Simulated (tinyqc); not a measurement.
sp3s* tight binding: one step. Levels at this k. The numbers come from values chosen for the exercise (near a published set for GaP, fitted to gaps, whose masses and valley positions are rough).

H(k) (eV):
```
             sa         xa          ya          za         s*a          sc         xc         yc         zc
sa    -8.081000          0           0           0           0   -6.512711  2.066242i          0          0
xa            0   1.125000           0           0           0  -3.048055i   1.891946          0          0
ya            0          0    1.125000           0           0           0          0   1.891946  2.494039i
za            0          0           0    1.125000           0           0          0  2.494039i   1.891946
s*a           0          0           0           0    8.498000           0  2.252680i          0          0
sc    -6.512711  3.048055i           0           0           0   -2.210000          0          0          0
xc   -2.066242i   1.891946           0           0  -2.252680i           0   4.129000          0          0
yc            0          0    1.891946  -2.494039i           0           0          0   4.129000          0
zc            0          0  -2.494039i    1.891946           0           0          0          0   4.129000
s*c           0  2.445382i           0           0           0           0          0          0          0

            s*c
sa            0
xa   -2.445382i
ya            0
za            0
s*a           0
sc            0
xc            0
yc            0
zc            0
s*c    7.220000
```

Problem. Diagonalise H, which belongs to k = (0.32, 0, 0) (2 pi/a). Four bands are filled (two electrons each); give the make-up of band 5, the lowest empty one.

Give: levels; weights of band 5; weight of band 5 on atom a.

Solution.

levels (eV): -12.6337  -2.1986  -0.8451  -0.8451  3.5948  4.0771  6.0991  6.0991  8.2450  9.5965

weights of band 5: s 0.685, p 0.226, s* 0.089

weight of band 5 on atom a = 0.371

The vertical gap at this k is 4.4399 eV; band 5 is mostly s-like.

(tinyqc, `OMP_NUM_THREADS=1 python tinyqc.py 1450303 1450304 out.jsonl`, Intel(R) Xeon(R) Processor @ 2.30GHz, 1 thread, shared host, about 0.1 s.)
